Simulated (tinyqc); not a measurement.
Capacitances from a Coulomb diamond.

Inverse problem. A single-electron transistor has the bias V on its left lead and the right lead at 0 V. Its diamonds repeat every q/Cg in gate voltage, close at |V| = q/Cs with Cs = CL + CR + Cg, and have edges of slope dV/dVg = -Cg/CL and Cg/(Cs - CL). Find Cg, Cs, CL and CR.

Constants: q = 1.602176634e-19 C. Results are converted to the units shown.

gate period = 64.087065 mV
bias at the tip of the diamond = 19.538739 mV
slope dV/dVg of the rising edge = 0.49019608

Answer. The period gives Cg, the tip Cs, and the rising edge Cs - CL = CR + Cg.

Cg = 2.500 aF
Cs = 8.200 aF
CL = 3.100 aF
CR = 2.600 aF

Program tinyqc, `OMP_NUM_THREADS=1 python tinyqc.py 2780046 2780047 out.jsonl`; Intel Xeon 2.30GHz, shared host, one thread, about 0.01 s.
